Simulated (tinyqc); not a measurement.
What moves the zone average: special k points of the hexagonal lattice.

Lattice vectors in units of a: a1 = (1, 0), a2 = (-1/2, sqrt(3)/2); reciprocal vectors b_i with a_i . b_j = 2 pi delta_ij. Mesh: k = sum_i f_i b_i with f_i = (2 j_i + shift)/(2 N), j_i = 0 .. N-1. The point group of the lattice has 12 operations; only those that map the mesh onto itself are used.

A_m(k) = sum over the m-th star of lattice vectors R of cos(k . R), stars in order of length: m = 1: |R|^2 = 1, 6 vectors, such as (1, 1) in the basis a_i; m = 2: |R|^2 = 3, 6 vectors, such as (2, 1) in the basis a_i; m = 3: |R|^2 = 4, 6 vectors, such as (2, 2) in the basis a_i; m = 4: |R|^2 = 7, 12 vectors, such as (3, 2) in the basis a_i; m = 5: |R|^2 = 9, 6 vectors, such as (3, 3) in the basis a_i; m = 6: |R|^2 = 12, 6 vectors, such as (4, 2) in the basis a_i. The zone mean of every A_m is zero.

Test function, the lower band of a two-band insulator: E(k) = -sqrt(D^2 + (e0 - t A_1(k))^2).

Parameters, chosen for this exercise:

| symbol | value | unit | meaning |
|---|---|---|---|
| D | 2.77 | eV | half gap term |
| t | 0.54 | eV | coupling |
| e0 | 1.74 | eV | offset |
| N | 3 |  | points along each reciprocal vector |
| shift | 0 |  | half steps |

Mean of E over the mesh, and its error against the unshifted mesh with N = 96.

One parameter was then changed.

Results before and after:

| case | mean (eV) | error (meV) | irreducible points |
|---|---|---|---|
| base | -3.4985 | -6.86 | 3 |
| changed | -2.8713 | -17.27 | 3 |

Which of these changes was made? (a) t = 0.702 eV; (b) N = 4; (c) shift = 1; (d) D = 1.939 eV.
Answer: (d) D = 1.939 eV. Of the candidates, run in turn, only this one gives the changed row.

All candidates:

| case | mean (eV) | error (meV) | irreducible points |
|---|---|---|---|
| base | -3.4985 | -6.86 | 3 |
| N = 4 | -3.4882 | 3.40 | 4 |
| shift = 1 | -3.4895 | 2.13 | 4 |
| D = 1.939 eV | -2.8713 | -17.27 | 3 |
| t = 0.702 eV | -3.6466 | -1.66 | 3 |

Computed by tinyqc, a small Python program: `OMP_NUM_THREADS=1 python tinyqc.py 1681777 1681778 out.jsonl` (the numbers bound the seed that draws the inputs); one thread of a shared host (Intel(R) Xeon(R) Processor @ 2.30GHz), about 0.09 s for the whole set of steps.
